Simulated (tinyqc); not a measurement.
Stress from a rosette of three resistors.

Question. In the (001) plane dR/R(0) = p11 sxx + p12 syy, dR/R(90) = p12 sxx + p11 syy and dR/R(45) = (p11 + p12)(sxx + syy)/2 + p44 sxy. Find the three stresses.

Inputs (values chosen for the exercise): piezoresistive coefficient p11 = -107 x 1e-11/Pa; piezoresistive coefficient p12 = 56.4 x 1e-11/Pa; piezoresistive coefficient p44 = -14 x 1e-11/Pa.

dR/R at 0, 45 and 90 degrees (%): -11.249600  -9.6223000  -6.511

Answer. The first and third give sxx and syy; the 45-degree value less their mean is p44 sxy.

sxx = 190.0 MPa
syy = 161.0 MPa
sxy = 53.00 MPa

tinyqc, about 0.01 s, one thread, Intel Xeon 2.30GHz (shared host): `OMP_NUM_THREADS=1 python tinyqc.py 2530120 2530121 out.jsonl`
